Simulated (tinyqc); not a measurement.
# Changing the C44

Model: anisotropic elasticity and sound waves of a cubic crystal. Computed by tinyqc, a small Python program. Command: `OMP_NUM_THREADS=1 python tinyqc.py 3029619 3029620 out.jsonl cubicelastic sweep`. One thread of a shared host (Intel(R) Xeon(R) Processor @ 2.30GHz), about 0.01 s of CPU time with the checks.

Voigt order 1..6 = xx, yy, zz, yz, xz, xy, with engineering shear strains. The rotated frame has x' as named, z' along the wafer normal and y' = z' x x'.

Inputs (values chosen for the exercise, for a model crystal):
```
quantity                                value   unit
C11                                       136    GPa
C12                                      40.9    GPa
expansion coefficient of the film         8.8  ppm/K
expansion coefficient of the substrate   0.55  ppm/K
cooling Delta T                           200      K
```

Frame: (001) wafer, x' along [110].

direction cosines a (rows x', y', z' in the cube axes):
```
            x         y         z
x'   0.707107  0.707107  0.000000
y'  -0.707107  0.707107  0.000000
z'   0.000000  0.000000  1.000000
```

Method:
- S11 = (C11 + C12)/D, S12 = -C12/D, D = (C11 - C12)(C11 + 2 C12), S44 = 1/C44. Zener ratio A = 2 C44/(C11 - C12); S0 = S11 - S12 - S44/2; H = 2 C44 + C12 - C11.
- C'_ijkl = C12 delta_ij delta_kl + C44 (delta_ik delta_jl + delta_il delta_jk) - H sum_m a_im a_jm a_km a_lm.
- Invert C' to S'. E along x' = 1/S'11, along y' = 1/S'22; Poisson ratios nu(x'y') = -S'12/S'11 and nu(x'z') = -S'13/S'11; in-plane shear modulus 1/S'66.
- On cooling, a thick substrate imposes eps_1 = eps_2 = (alpha_film - alpha_substrate) Delta T and eps_6 = 0; the free surface sets sigma_3 = sigma_4 = sigma_5 = 0, which fixes eps_3, eps_4, eps_5. Biaxial modulus M = (sigma_1 + sigma_2)/(2 eps); energy density M eps^2. Elastic response and constant coefficients are assumed.

One run for each value:
```
C44 (GPa)  Zener ratio A  E along x' (GPa)  E along y' (GPa)  biaxial modulus M (GPa)     nu(x'y')  nu(x'z')
14.3              0.3007             48.16             48.16                   152.30   6.8380e-01   0.09509
20.0              0.4206             63.36             63.36                   152.30   5.8398e-01   0.12511
27.9              0.5868             81.68             81.68                   152.30   4.6372e-01   0.16128
39.1              0.8223            103.34            103.34                   152.30   3.2147e-01   0.20406
54.6              1.1483            127.20            127.20                   152.30   1.6482e-01   0.25117
76.4              1.6067            152.55            152.55                   152.30  -1.6393e-03   0.30123
107.0             2.2503            177.95            177.95                   152.30  -1.6844e-01   0.35139
150.0             3.1546            202.03            202.03                   152.30  -3.2655e-01   0.39894
209.0             4.3954            223.26            223.26                   152.30  -4.6590e-01   0.44085
```

Describe and explain the trends.

Over the rows, Zener ratio A rises from 0.301 to 4.40 (exponent d ln y / d ln x about 1.0 throughout); E along x' (GPa) rises from 48.2 to 223 (exponent d ln y / d ln x 0.82 between the first rows and 0.30 between the last); E along y' (GPa) rises from 48.2 to 223 (exponent d ln y / d ln x 0.82 between the first rows and 0.30 between the last); biaxial modulus M (GPa) does not change. The exponent of biaxial modulus M stays at 0: a (001) film is not sheared in the cube frame. The crystal is isotropic at C44 = (C11 - C12)/2 = 47.5 GPa.

Caution (all rows): the thermal stress of this film exceeds 200 MPa, which can relax by slip, cracking or buckling in a real film.
